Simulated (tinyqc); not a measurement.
Two-diode model of a solar cell: two steps of the calculation.

J is the current delivered and Vj = V + J Rs the junction voltage. J = X JL - J01 (exp(Vj/(n1 Vt)) - 1) - J02 (exp(Vj/(2 Vt)) - 1) - Vj/Rp. The photocurrent does not depend on voltage.

Values chosen for this exercise; values of the order met in cells of CIGS: temperature T = 298.15 K; photocurrent at one sun JL = 37.2 mA/cm^2; concentration X = 0.3 suns; saturation current of the first diode J01 = 7.6e-15 A/cm^2; ideality factor of the first diode n1 = 1; series resistance Rs = 0 ohm cm^2; shunt resistance Rp = 40000 ohm cm^2; incident power at one sun Pin = 100 mW/cm^2; saturation current of the second diode (ideality 2) J02 = 3.8e-8 A/cm^2.

Constants: q = 1.602176634e-19 C, kB = 1.380649e-23 J/K, Vt = kB T/q. Results are converted to the units shown.

Task 1. New Vj. Open circuit: J(Vj) = 0. G = -dJ/dVj = J01 exp(Vj/(n1 Vt))/(n1 Vt) + J02 exp(Vj/(2 Vt))/(2 Vt) + 1/Rp. Vj(new) = Vj + J/G.

Vj after iteration 2 = 0.65842632 V

Give: J; G; Vj after iteration 3.

Result 1.

J = -3.8330 mA/cm^2
G = 0.31142 S/cm^2
Vj after iteration 3 = 0.64612 V

Task 2. Figures of merit. Jsc at V = 0, Voc at J = 0, the maximum power point where J (1 + 2 Rs G) = G Vj with G = -dJ/dVj; FF = Vmp Jmp/(Voc Jsc); efficiency Vmp Jmp/(X Pin). Empirical fill factor without parasitics FF0 = (v - ln(v + 0.72))/(v + 1), v = Voc/(n1 Vt).

Wanted: Jsc; Voc; Vmp; Jmp; FF; efficiency; FF0.

Result 2.

Jsc = 11.16 mA/cm^2
Voc = 0.6441 V
Vmp = 0.5223 V
Jmp = 10.15 mA/cm^2
FF = 0.7379
efficiency = 17.68 %
FF0 = 0.8370

FF is 12 % below FF0. Removing one loss at a time changes the efficiency by: second diode +5.04, shunt +0.02 points.

Computed by the program tinyqc: `OMP_NUM_THREADS=1 python tinyqc.py 2280135 2280136 out.jsonl`, one thread of a shared Intel Xeon 2.30GHz, about 0.01 s for the whole run.
